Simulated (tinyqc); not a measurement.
Brillouin zone and empty-lattice bands of the hcp structure: sweeps and comparisons. A value that a table varies takes the place of the one given here.

Primitive vectors a1 = a (1,0,0), a2 = a (-1/2, sqrt3/2, 0), a3 = (0,0,c); atoms at 0 and a1/3 + 2 a2/3 + a3/2. Reciprocal vectors obey a_i.b_j = 2 pi delta_ij; k is given in units of 2 pi/a. Empty-lattice levels are c0 (2 pi/a)^2 |k + G|^2, c0 = hbar^2/2m0. Points: M = (1/2, 1/(2 sqrt3), 0), K = (2/3, 0, 0), A = (0, 0, a/2c), L = M + A, H = K + A.

Constants: hbar^2/2m0 = 3.80998211 eV angstrom^2.

Values chosen for the exercise (out of a larger set: lattice near that of Zn; not measured data): a = 2.666 angstrom (lattice constant); ca = 1.846 (c/a).

## Electron counts at which the sphere reaches the zone

Z = V kF^3/(6 pi^2), V the volume of the primitive cell, with kF = |k| of each point.

Results:
```
point  |k| (2 pi/a)  Z per atom  EF there (eV)
M            0.5774       1.289          7.054
K            0.6667       1.984          9.405
A            0.2709       0.133          1.553
L            0.6377       1.737          8.607
H            0.7196       2.495         10.958
```

The sphere first touches the zone at A, for Z = 0.133, and covers it at H, for Z = 2.495, while the zone itself holds 1 electron per atom. These counts do not depend on a, only on c/a. The face through A belongs to G = (0001), whose structure factor vanishes, so no first-order gap opens there.

## Empty-lattice bands from Gamma to M

k = f x M; the eight lowest levels, degenerate ones repeated.

Levels (eV):
```
f         1     2      3      4      5      6      7      8
0.000  0.00  6.21   6.21  24.84  24.84  28.22  28.22  28.22
0.167  0.20  6.41   6.41  23.71  25.04  25.04  26.06  26.06
0.333  0.78  6.99   6.99  19.59  24.30  24.30  25.62  25.62
0.500  1.76  7.97   7.97  15.87  22.08  22.08  22.93  22.93
0.667  3.14  9.35   9.35  12.54  18.75  18.75  21.95  21.95
0.833  4.90  9.60  11.11  11.11  15.81  15.81  21.36  21.36
1.000  7.05  7.05  13.26  13.26  13.26  13.26  21.16  21.16
```

Band 1 is the parabola f^2 x 7.05 eV. The next levels start from the first shell of G at 6.21 eV; a branch falls at first if its G has a component against k, and branches cross. The second level ends at 7.05 eV and meets band 1 at the zone surface.

## The axial ratio

a is rescaled so that the cell volume stays fixed; contacts Z = V kF^3/(6 pi^2) at M, at the (0002) plane (kF = a/c in 2 pi/a) and at the {10-11} planes (kF = sqrt(4/3 + (a/c)^2)/2).

Z per atom at contact:
```
c/a    {10-10} at M  (0002)  {10-11}
1.494         1.043   1.625    1.611
1.524         1.064   1.562    1.619
1.560         1.089   1.491    1.630
1.700         1.187   1.255    1.678
1.747         1.220   1.189    1.696
1.764         1.232   1.166    1.703
1.906         1.331   0.999    1.763
```

The (0002) contact falls from 1.625 to 0.999 as c/a grows (as (c/a)^-2) while the {10-10} contact rises from 1.043 to 1.331; they cross at c/a = sqrt3 = 1.732. All three contacts lie below Z = 2, so the sphere of a divalent metal crosses all three sets of planes.

Computed by tinyqc, a small Python program: `OMP_NUM_THREADS=1 python tinyqc.py 1881016 1881017 out.jsonl` (the numbers bound the seed that draws the inputs); one thread of a shared host (Intel(R) Xeon(R) Processor @ 2.30GHz), about 0.02 s for the whole set of steps.
